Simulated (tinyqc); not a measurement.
Via and link resistance from two via chains.

Question. A chain of 2000 vias joined by 2000 metal links has R = 2000 (Rv + Rlink), with Rlink proportional to the link length. Find Rv, Rlink for length L, and the value of Rv that the short chain would give if the links were ignored.

resistance of chains of 2000 links with link lengths L and 3 L (ohm): 56600  61800

Answer. R per link is a straight line in the link length; its intercept at zero length is Rv.

Rv = 27.00 ohm
Rlink = 1.300 ohm
Rv without correction = 28.30 ohm

Program tinyqc, `OMP_NUM_THREADS=1 python tinyqc.py 2750094 2750095 out.jsonl`; Intel Xeon 2.30GHz, shared host, one thread, about 0.01 s.
